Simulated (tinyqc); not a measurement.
Band-to-band tunnelling across a p-n junction in a two-band chain, step by step. Values are carried at full precision from step to step, so a last printed digit may differ when a step is redone from the rounded ones.

Sites alternate A at -Eg/2 and C at +Eg/2 with hopping -t; near the edges, with k counted from the zone boundary pi/a, E^2 = (Eg/2)^2 + (t a k)^2, so t = sqrt(c Eg/m)/a gives the mass m, c = hbar^2/2m0. In the gap cosh(q a) = 1 + (Eg^2/4 - e^2)/(2 t^2), e the energy from the local mid-gap. The potential is V0 = Eg + ov on the p side (left), 0 on the n side, and falls linearly over the 2N sites of the junction, V_j = V0 (1 - j/(2N + 1)), j = 1 to 2N, site 1 being A. E = Eg/2 + x ov. A half chain that ends on a site of level e1 with neighbour e2 has g = (1 + z)/(E - e1), z = exp(-/+ i k a) the root with Im g < 0, cos(k a) = (E - e1)(E - e2)/(2 t^2) - 1. S_L = t^2 g (ending on C, shifted by V0), S_R = t^2 g (starting on A). T = 4 Im(S_L) Im(S_R) |G_(1,2N)|^2.

Constants: hbar^2/2m0 = 3.80998211 eV angstrom^2.

Inputs chosen for the exercise (gap and mass near those of InGaAs; shifted at random, so the results belong to these values and not to a real crystal):

| symbol | value | unit | meaning |
|---|---|---|---|
| Eg | 0.72 | eV | gap |
| m | 0.0455 | m0 | mass of electron and light hole |
| a | 6 | angstrom | period (two sites) |
| ov | 0.14 | eV | overlap: top of the valence band on the p side above the conduction edge on the n side |
| N | 3 |  | periods in the small junction |
| x | 0.36 |  | energy above the n-side conduction edge, as a share of ov |

## Hopping, field and tunnelling length

Form t, V0, E, the field F = V0/((2N + 1) a/2) (1 V/angstrom = 100 MV/cm) and the length Eg/F over which E lies in the gap.

t = 1.2941 eV
V0 = 0.8600 eV
E = 0.4104 eV
F = 4.095 MV/cm
tunnelling length = 17.58 angstrom

So short a junction keeps the matrix small; its field is above the 1 to 3 MV/cm of tunnel diodes.

## Self-energies of the two sides

Form cos(k a) and S for each side.

cos(k a): left -0.978343, right -0.988408

S_L, S_R (eV): -0.04480-0.42818i  0.02520-0.33004i

## Recursive Green function

g_1 = 1/(E - e_1 - S_L); g_j = 1/(E - e_j - t^2 g_(j-1)), with S_R also subtracted at the last site; G_1j = G_1(j-1) (-t) g_j, G_11 = g_1; e_j is the site level plus V_j. The self-energies stand in the order S_L, S_R.

Sweep:

| j | e_j (eV) | g_j (1/eV) | G_1j (1/eV) |
|---|---|---|---|
| 1 | 0.3771 | 0.4121-2.2604i | 0.4121-2.2604i |
| 2 | 0.9743 | -0.0789-0.2380i | 0.7384-0.1037i |
| 3 | 0.1314 | 1.2536-1.2159i | -1.0347+1.3301i |
| 4 | 0.7286 | -0.2420-0.2038i | -0.6748+0.1436i |
| 5 | -0.1143 | 0.9477-0.3478i | 0.7629-0.4799i |
| 6 | 0.4829 | -0.4589-0.2486i | 0.6075-0.0396i |

T = 0.2095

## WKB for the same field

T = exp(-2 I/F), I = integral of q de across the gap. Continuum: q = sqrt(Eg^2/4 - e^2)/(t a), I = pi Eg^2/(8 t a). Lattice: q from the cosh formula, 12 Gauss-Legendre points in u with e = (Eg/2) sin(u), u from -pi/2 to pi/2. F in V/angstrom is the value in MV/cm over 100.

I (eV/angstrom): continuum 0.026218, lattice 0.026155

T by WKB: continuum 0.2779, lattice 0.2788

The chain gives 0.2095, 0.751 times the lattice WKB value; the exponent is only 1.28, and reflections at the two kinks of the potential count.

## Checks

- G_(1,2N) from the sweep against inversion of the whole matrix (size): both 0.60875.

Computed by tinyqc, a small Python program: `OMP_NUM_THREADS=1 python tinyqc.py 1450534 1450535 out.jsonl` (the numbers bound the seed that draws the inputs); one thread of a shared host (Intel(R) Xeon(R) Processor @ 2.30GHz), about 0.01 s for the whole set of steps.
